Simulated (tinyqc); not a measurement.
## LED efficiency against current

ABC model of an LED: J = q da (A n + Ba n^2 + Ca n^3), IQE = Ba n^2/(A n + Ba n^2 + Ca n^3), differential lifetime 1/(A + 2 Ba n + 3 Ca n^2).

Values chosen for this exercise: defect coefficient of the active layer A = 3e5 1/s; radiative coefficient of the active layer Ba = 8.3e-10 cm^3/s; Auger coefficient of the active layer Ca = 4.9e-31 cm^6/s; thickness of the active layer da = 19 nm.

Constants: q = 1.602176634e-19 C. Results are converted to the units shown.

Result of one run:
```
n (cm^-3)  IQE (%)  defect share (%)  Auger share (%)  differential lifetime (ns)
8.879e16     99.59            0.4054         0.005220                       6.771
```

Which current density J gave this result: 2, 200, 600 or 10000 A/cm^2?

J = 2 A/cm^2.

The whole series:
```
J (A/cm^2)  n (cm^-3)  IQE (%)  defect share (%)  Auger share (%)  differential lifetime (ns)
0.5          4.430e16    99.19            0.8092         0.002594                       13.54
2            8.879e16    99.59            0.4054         0.005220                       6.771
9            1.885e17    99.80            0.1913          0.01111                       3.191
40           3.977e17    99.89           0.09079          0.02345                       1.514
200          8.893e17    99.91           0.04061          0.05245                      0.6767
600          1.540e18    99.89           0.02344          0.09082                      0.3906
3000         3.442e18    99.79           0.01048           0.2028                      0.1745
10000        6.279e18    99.62          0.005735           0.3693                     0.09540
50000        1.401e19    99.18          0.002559           0.8203                     0.04247
```

The IQE goes from 99.2 through a maximum of 99.9 (at J = 200 A/cm^2 among the rows listed) to 99.2 %. The exact peak, Q/(Q + 2) = 99.9 % with Q = Ba/sqrt(A Ca) = 2160, lies at n = sqrt(A/Ca) = 7.82e17 cm^-3, J = 155 A/cm^2, where the defect and Auger shares are equal. n goes as J^(0.50) at the low end and J^(0.50) at the high end.

tinyqc, about 0.01 s, one thread, Intel Xeon 2.30GHz (shared host): `OMP_NUM_THREADS=1 python tinyqc.py 2300014 2300015 out.jsonl`
